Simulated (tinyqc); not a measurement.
Relaxation at fixed composition: composition and strain of an epitaxial Si(1-x)Ge(x) layer from Raman and X-ray peaks. Computed by tinyqc, a small Python program. Command: `OMP_NUM_THREADS=1 python tinyqc.py 3018447 3018448 out.jsonl epiraman walk`. One thread of a shared host (Intel(R) Xeon(R) Processor @ 2.30GHz), about 0.01 s of CPU time with the checks.

A (001) layer, biaxially strained in the plane. The Raman peaks follow empirical lines omega = w0 + c1 x + c3 x^3 + b eps (c3 for Si-Ge alone), with eps the in-plane strain.

Inputs (values chosen for the exercise, modelled on silicon-germanium):
```
quantity                        value      unit
Ge fraction x                    0.61         -
lattice constant of Si          5.431  angstrom
lattice constant of Ge          5.658  angstrom
bowing B                        0.029  angstrom
2 C12/C11 of Si                 0.777         -
2 C12/C11 of Ge                 0.747         -
Si-Si: w0                       521.2      1/cm
Si-Si: c1                       -67.3      1/cm
Si-Si: strain coefficient b      -683      1/cm
Ge-Ge: w0                       280.1      1/cm
Ge-Ge: c1                        18.5      1/cm
Ge-Ge: strain coefficient b      -453      1/cm
X-ray wavelength             1.540598  angstrom
```

Substrate: germanium.

Method:
- Relaxed lattice constant a(x) = a_Si + (a_Ge - a_Si) x - B x (1 - x).
- In-plane constant a_par = a_sub + R (a(x) - a_sub); eps = a_par/a(x) - 1; eps_perp = -(2 C12/C11) eps with 2 C12/C11 linear in x; a_perp = a(x) (1 + eps_perp).
- (004) Bragg angle theta = arcsin(2 lambda/a), with a = a_perp for the layer and a_sub for the substrate; separation = layer less substrate. The apparent x is the one that a fully strained layer (R = 0) would need to give the same a_perp.

Signatures; columns: (1) R; (2) eps (per mille); (3) Si-Si (1/cm); (4) Ge-Ge (1/cm); (5) a_perp (angstrom); (6) (004) separation (arcsec); (7) apparent x if R = 0 is assumed:
```
(1)      (2)     (3)     (4)     (5)     (6)      (7)
0.00  17.156  468.43  283.61  5.4902  4121.1  0.61000
0.15  14.582  470.19  284.78  5.5010  3845.1  0.63620
0.30  12.009  471.94  285.94  5.5119  3570.4  0.66226
0.50   8.578  474.29  287.50  5.5264  3206.3  0.69679
0.70   5.147  476.63  289.05  5.5409  2844.4  0.73107
0.85   2.573  478.39  290.22  5.5517  2574.6  0.75662
1.00   0.000  480.15  291.38  5.5626  2306.0  0.78204
```

What follows from these numbers?

Full relaxation moves the Si-Si peak by +11.72 per cm and shrinks the X-ray separation to 56 % of its strained value, about 1/(1 + 2 C12/C11). A symmetric reflection alone cannot part x from R: a relaxed layer read as strained gives x = 0.782 in place of 0.61. An asymmetric reflection or a second peak is needed.

Extremes, crossings and ranges named in words are read from the listed rows.
